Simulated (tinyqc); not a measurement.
Smearing for a one-band metal on the bcc lattice: one step. Occupations and energies.

With x = (E_k - mu)/sigma: Methfessel-Paxton (first order) f = erfc(x)/2 - x exp(-x^2)/(2 sqrt(pi)), s = (1 - 2 x^2) exp(-x^2)/(4 sqrt(pi)). With weights w = points/N^d (d the dimension), mu solves 2 sum w f = ne; E = 2 sum w f E_k, S = 2 sum w s, F = E - sigma S.

Inputs chosen for the exercise: ne = 0.79 (electrons per cell); sigma = 0.145 eV (width).

Distinct levels:
```
E_k (eV)    points
-10.400000       1
-7.900000       12
-5.200000        6
-4.150000       24
-2.900000       12
-2.050000        8
-1.000000       12
-0.400000       54
0.200000        24
0.850000         8
2.900000        12
4.550000        24
6.400000         6
9.500000        12
12.800000        1
```

Task: Converge mu, then list x, f and s of each level and form the sums.

Give: mu; x, f and s of each level; E; S; F; (E + F)/2.

Result:

mu = -0.4577 eV

x, f and s of each level:
```
E_k (eV)       x       f       s
-10.4000  -68.57  1.0000  0.0000
-7.9000   -51.33  1.0000  0.0000
-5.2000   -32.71  1.0000  0.0000
-4.1500   -25.46  1.0000  0.0000
-2.9000   -16.84  1.0000  0.0000
-2.0500   -10.98  1.0000  0.0000
-1.0000    -3.74  1.0000  0.0000
-0.4000     0.40  0.1911  0.0823
0.2000      4.54  0.0000  0.0000
0.8500      9.02  0.0000  0.0000
2.9000     23.16  0.0000  0.0000
4.5500     34.54  0.0000  0.0000
6.4000     47.29  0.0000  0.0000
9.5000     68.67  0.0000  0.0000
12.8000    91.43  0.0000  0.0000
```

E = -2.8086 eV
S = 0.0412
F = -2.8146 eV
(E + F)/2 = -2.8116 eV

Levels with f between 0.001 and 0.999: 1. For this scheme F itself has no term in sigma^2, so F is the estimate of the energy at zero width. That argument needs a smooth density of states, and the number of distinct levels within 2 sigma of mu is only 1, so it may fail on this mesh.

(tinyqc, `OMP_NUM_THREADS=1 python tinyqc.py 1682038 1682039 out.jsonl`, Intel(R) Xeon(R) Processor @ 2.30GHz, 1 thread, shared host, about 0.3 s.)
